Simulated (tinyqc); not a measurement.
Inside a calculation. Model: one-dimensional ballistic tunnel FET, two-band WKB.

Numbers from tinyqc (`OMP_NUM_THREADS=1 python tinyqc.py 2620173 2620174 out.jsonl`; about 0.02 s on one thread of a shared Intel Xeon 2.30GHz). Printed values are rounded.

A p-type source for x < 0 with its Fermi level at 0 and its valence edge at ds; in the channel the bands fall as D exp(-x/lam) towards their flat values, with the conduction edge at Ec = ds - dP and D = dP + Eg. The gate moves dP one to one. The drain Fermi level lies at -Vd and the drain side reflects nothing. For w = E - Ec between 0 and dP an electron crosses the gap. Two-band dispersion with equal masses m: inside the gap kappa = sqrt(m u (1 - u/Eg)/C), u the distance from a band edge, C = hbar^2/(2 m0).

Parameters, values chosen for the exercise; band and dielectric values close to those of indium arsenide:
- T = 350 K (temperature)
- Eg = 0.353 eV (band gap)
- m = 0.023 m0 (band-edge mass of the two-band model)
- lam = 4.8 nm (screening length of the source junction)
- ds = 0.06 eV (source valence edge above the source Fermi level)
- Vd = 0.3 V (drain bias)
- g = 1 (number of degenerate subbands (spin apart))
- dP = 0.3 eV (tunnelling window Ev(source) - Ec(channel))
- w0 = 0.094 eV (energy above the channel conduction edge)
- nc = 6 (cells of the path)
- nE = 9 (points of the energy grid)

Constants: q = 1.602176634e-19 C, kB = 1.380649e-23 J/K, hbar = 1.054571817e-34 J s, h = 6.62607015e-34 J s, m0 = 9.1093837015e-31 kg, Vt = kB T/q, hbar^2/(2 m0) = 0.0380998212 eV nm^2. Results are converted to the units shown.

Range of the model: Where S is below about 2 the WKB prefactor of 1 is a rough guess.

## The path through the gap by the midpoint rule

At w = w0 the path runs from xa = lam ln(D/(w + Eg)) to xb = lam ln(D/w); u(x) = w + Eg - D exp(-x/lam) is the height above the valence edge. Cut it into nc equal cells: S = 2 (cell width) times the sum of kappa at the centres.

xa = 1.81929 nm
xb = 9.30376 nm

| cell | x (nm) | u (eV) | kappa (1/nm) |
|---|---|---|---|
| 0 | 2.44299 | 0.054467 | 0.166755 |
| 1 | 3.69041 | 0.144300 | 0.226939 |
| 2 | 4.93782 | 0.213574 | 0.225663 |
| 3 | 6.18523 | 0.266994 | 0.198166 |
| 4 | 7.43264 | 0.308189 | 0.153679 |
| 5 | 8.68005 | 0.339957 | 0.087080 |

S = 2.64023

## The exponent in closed form

S(w) = 2 lam int_0^Eg kappa(u) du/(w + Eg - u) = 2 pi lam sqrt(m/(C Eg)) [w + Eg/2 - sqrt(w (w + Eg))], T(w) = exp(-S). The common triangular estimate is S = (4/3) lam sqrt(m/C) Eg^1.5/(dP + Eg) for all w.

S(w0) = 2.58399
T(w0) = 0.0754723
triangular S = 1.59710

The midpoint value is 2.2 % above the closed form, and the triangular estimate 38 % below it.

## Current on a coarse grid

S(w) = 2 lam int_0^Eg kappa(u) du/(w + Eg - u) = 2 pi lam sqrt(m/(C Eg)) [w + Eg/2 - sqrt(w (w + Eg))], T(w) = exp(-S). I = g (2 q^2/h) int_0^dP T(w) [f(E) - f(E + Vd)] dw, E = ds - dP + w, f(x) = 1/(1 + exp(x/Vt)). Simpson's rule on nE equally spaced points.

| point | w (eV) | T(w) | difference of the f |
|---|---|---|---|
| 0 | 0.000000 | 9.48007e-4 | 0.879324 |
| 1 | 0.037500 | 0.0255411 | 0.960834 |
| 2 | 0.075000 | 0.0576769 | 0.984559 |
| 3 | 0.112500 | 0.0932361 | 0.982348 |
| 4 | 0.150000 | 0.129547 | 0.950901 |
| 5 | 0.187500 | 0.165197 | 0.850500 |
| 6 | 0.225000 | 0.199463 | 0.621754 |
| 7 | 0.262500 | 0.232003 | 0.321670 |
| 8 | 0.300000 | 0.262690 | 0.120320 |

I = 1.90357 uA

A converged quadrature gives 1.905 uA; this grid is 0.077 % below that.
